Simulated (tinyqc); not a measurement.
Band edges of strained Si(1-x)Ge(x) on relaxed Si(1-y)Ge(y), step by step. Values are carried at full precision from step to step, so a last printed digit may differ when a step is redone from the rounded ones.

Values are linear in the Ge fraction but for ED(x) = linear - CD x (1 - x) and a(x) = linear - Ca x (1 - x). Energies are on the common scale of Ev.

Inputs chosen for the exercise (end members near Si and Ge, in this order; not measured data):
- a = (5.436, 5.655) angstrom (lattice constant)
- Dso = (0.043, 0.293) eV (spin-orbit splitting)
- av = (2.46, 1.25) eV (valence hydrostatic potential)
- b = (-2.07, -2.52) eV (tetragonal shear potential)
- d = (-4.76, -5.25) eV (trigonal shear potential)
- C11 = (166.4, 127.4) GPa
- C12 = (63.6, 48.8) GPa
- C44 = (79.9, 67.1) GPa
- Ev = (0, 0.71) eV (top of the unstrained valence band)
- ED = (1.154, 0.93) eV (gap to the Delta valleys)
- EL = (2.042, 0.733) eV (gap to the L valleys)
- aD = (1.56, 1.34) eV (hydrostatic potential of the Delta gap)
- aL = (-2.97, -2.54) eV (hydrostatic potential of the L gap)
- XuD = (9.15, 9.48) eV (uniaxial potential, Delta)
- XuL = (15.89, 15.24) eV (uniaxial potential, L)
- CD = 0.192 eV (bowing of the Delta gap)
- Ca = 0 angstrom (bowing of the lattice constant)
- x = 0.6 (Ge fraction of the layer)
- y = 0.19 (Ge fraction of the relaxed buffer)
- face = 111 (growth face)

## Values of the layer and the buffer

Interpolate at x and at y.

Interpolated values (a in angstrom, C11, C12, C44 in GPa, all else in eV):
```
symbol     layer    buffer
a         5.5674    5.4776
Dso       0.1930    0.0905
av        1.7340    2.2301
b        -2.3400   -2.1555
d        -5.0540   -4.8531
C11     143.0000  158.9900
C12      54.7200   60.7880
C44      72.2200   77.4680
Ev        0.4260    0.1349
ED        0.9735    1.0819
EL        1.2566    1.7933
aD        1.4280    1.5182
aL       -2.7120   -2.8883
XuD       9.3480    9.2127
XuL      15.5000   15.7665
```

## Strain of the layer on a (111) buffer

Coherent growth on a (111) face: e_par = (a(y) - a(x))/a(x), e_perp = -(2 C11 + 4 C12 - 4 C44)/(C11 + 2 C12 + 4 C44) e_par; exx = eyy = ezz = (2 e_par + e_perp)/3 and exy = eyz = ezx = (e_perp - e_par)/3.

Use the elastic constants of the layer.

e_par = -0.016128
e_perp = 0.006435

strain tensor in the cubic axes, rows x, y, z and columns alike:
$$\begin{pmatrix}
-0.008607 & 0.007521 & 0.007521 \\
0.007521 & -0.008607 & 0.007521 \\
0.007521 & 0.007521 & -0.008607
\end{pmatrix}$$

The layer is under compression in the plane; its volume changes by -2.582 %.

## Conduction valleys of the layer

A valley with unit axis u lies at Ev + gap + (av + a_valley) tr(e) + Xu (u.e.u - tr(e)/3); the Delta axes are x, y, z and the L axes [111], [1-1-1], [-11-1], [-1-11]. The second-order shift of the Delta valleys under shear is left out; it lowers the pair normal to the sheared plane by tens of meV at a shear of 1 %.

Give the hydrostatic shifts, the uniaxial shifts and the edges.

hydrostatic shifts of Delta and L (eV): [-0.0816, 0.0253]

uniaxial shifts (eV): Delta x 0.0000, Delta y 0.0000, Delta z 0.0000, L [111] 0.2332, L [1-1-1] -0.0777, L [-11-1] -0.0777, L [-1-11] -0.0777

valley edges (eV): Delta x 1.3179, Delta y 1.3179, Delta z 1.3179, L [111] 1.9410, L [1-1-1] 1.6301, L [-11-1] 1.6301, L [-1-11] 1.6301

The lowest set is Delta6 (the digit counts whole valleys) at 1.3179 eV; the Delta valleys spread over 0 meV and the L valleys over 311 meV.

## Valence edges of the layer

Valence edges: Ev plus the levels of the 6 x 6 matrix of X, Y, Z times spin with -Dso/3 + l exx + m (eyy + ezz) on the diagonal (cyclic), n exy off it, l = av + 2 b, m = av - b, n = sqrt(3) d. Spin-orbit term (Dso/3) L.sigma on X, Y, Z with (L_k)_ij = -i epsilon_kij: <X+|H|Y+> = -i Dso/3, <X+|H|Z-> = Dso/3, <Y+|H|Z-> = -i Dso/3, <Z+|H|X-> = -Dso/3, <Z+|H|Y-> = i Dso/3, <X-|H|Y-> = i Dso/3, and their conjugates; + and - are the spin along z.

Give the strain block and the three twofold edges.

strain block (eV), rows X, Y, Z and columns alike:
$$\begin{pmatrix}
-0.0448 & -0.0658 & -0.0658 \\
-0.0658 & -0.0448 & -0.0658 \\
-0.0658 & -0.0658 & -0.0448
\end{pmatrix}$$

edges from the top (eV): [0.4471, 0.3646, 0.1391]

The top two edges are split by 83 meV.

## Gap and offsets against the buffer

Buffer: Ev(y) and Ec = Ev(y) + min(ED, EL). dEc = Ec(buffer) - Ec(layer), dEv = Ev(layer) - Ev(buffer); positive values confine the carrier in the layer; type I if both have one sign.

gap of the strained layer = 0.8708 eV
gap of the buffer = 1.0819 eV
dEc = -0.1011 eV
dEv = 0.3122 eV

Type II: electrons collect in the buffer (101 meV) and holes in the layer (312 meV). The relaxed layer would have a gap of 0.974 eV, so strain has moved it by -103 meV.

## Checks

- Mean of the three Delta edges against the hydrostatic shift alone (eV): both 1.31788.

Program tinyqc; command `OMP_NUM_THREADS=1 python tinyqc.py 1051062 1051063 out.jsonl`; about 0.02 s on one thread of a shared Intel(R) Xeon(R) Processor @ 2.30GHz.
